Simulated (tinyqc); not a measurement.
Changing the sticking coefficient s: ion-assisted plasma etching: sheath, surface coverage, synergy and aspect-ratio dependence. Computed by tinyqc, a small Python program. Command: `OMP_NUM_THREADS=1 python tinyqc.py 3021289 3021290 out.jsonl etch sweep`. One thread of a shared host (Intel(R) Xeon(R) Processor @ 2.30GHz), about 0.01 s of CPU time with the checks.

Radicals adsorb on bare sites; ions remove covered sites with a high yield and bare sites by sputtering; a slow spontaneous reaction acts everywhere, walls included.

Inputs (values chosen for the exercise, close to those used for silicon in a halogen plasma):
```
quantity                                value       unit
plasma density n_e                    3.5e+11     1/cm^3
electron temperature T_e                  4.5         eV
ion mass M_i                             35.5          u
sheath voltage V                          330          V
radical density n                     4.9e+12     1/cm^3
radical mass M_n                         35.5          u
gas temperature T_g                       350          K
radicals per removed unit x                 4          -
yield slope b                            0.23  eV^(-1/2)
threshold E_th                             28         eV
sputter slope b_p                       0.025  eV^(-1/2)
sputter threshold E_p                      32         eV
spontaneous reaction probability k_c  1.5e-05          -
solid density N                         5e+22     1/cm^3
ion temperature T_i                      0.44         eV
aspect ratio A                            1.2          -
```

Feature: round hole.

Constants: e = 1.602176634e-19 C; u = 1.6605390666e-27 kg; k_B = 1.380649e-23 J/K; eps_0 = 8.8541878128e-12 F/m.

Method:
- Bohm speed u_B = sqrt(e T_e/M_i); ion flux G_i = 0.61 n_e u_B; radical flux G_n = n c/4 with c = sqrt(8 k_B T_g/(pi M_n)).
- Debye length lambda_D = sqrt(eps_0 T_e/(e n_s)) with n_s = 0.61 n_e, T_e in volts; Child-law sheath d = (sqrt2/3) lambda_D (2 V/T_e)^(3/4); ion energy E = V + T_e/2; angular spread = arctan(sqrt(T_i/E)).
- Yields: Y = b (sqrt(E) - sqrt(E_th)) on covered sites, Y_p = b_p (sqrt(E) - sqrt(E_p)) on bare ones (zero below threshold).
- Steady coverage: s G_n (1 - theta) = x Y G_i theta; removal flux = Y G_i theta + Y_p G_i (1 - theta) + k_c G_n; rate = flux/N, 1 cm/s = 6e8 nm/min.
- Lateral rate = k_c G_n/N; anisotropy = 1 - lateral/vertical; synergy = vertical/(ions alone + radicals alone), with ions alone Y_p G_i/N and radicals alone the lateral rate.
- Transmission of a round hole: K = 1/(1 + 3A/4), walls that scatter diffusely without loss. With a loss probability S = s (1 - theta) at the floor, G_b/G_n = K/(K + S - K S); theta follows G_b, and the two are solved together. Ions are taken to reach the floor unshadowed; G_b replaces G_n in every term of the rate; A is depth over diameter.

One run for each value:
```
sticking coefficient s  vertical rate (nm/min)  coverage theta  floor rate over open-field rate  G_b/G_n
0.010                                   283.09        0.000629                          0.99995  0.99109
0.019                                   284.44        0.001195                          0.99983  0.98321
0.037                                   287.14        0.002325                          0.99938  0.96784
0.072                                   292.36        0.004514                          0.99778  0.93939
0.140                                   302.43        0.008741                          0.99240  0.88887
0.520                                   357.21        0.031713                          0.93499  0.68600
1.000                                   422.87        0.059252                          0.84956  0.53456
```

Give the missing row, sticking coefficient s = 0.270.

Computed row:
```
sticking coefficient s  vertical rate (nm/min)  coverage theta  floor rate over open-field rate  G_b/G_n
0.270                                   321.46        0.016721                          0.97634  0.80664
```

Interpolating between the two neighbouring rows (the first column on a logarithmic scale, the others too where they are positive) misses most in G_b/G_n, by 3.2 %. Over the rows, vertical rate (nm/min) rises from 283 to 423 (exponent d ln y / d ln x 0.0074 between the first rows and 0.26 between the last); coverage theta rises from 6.29e-4 to 0.0593 (exponent d ln y / d ln x about 0.99 throughout); floor rate over open-field rate falls from 1.000 to 0.850 (exponent d ln y / d ln x -1.9e-4 between the first rows and -0.15 between the last).
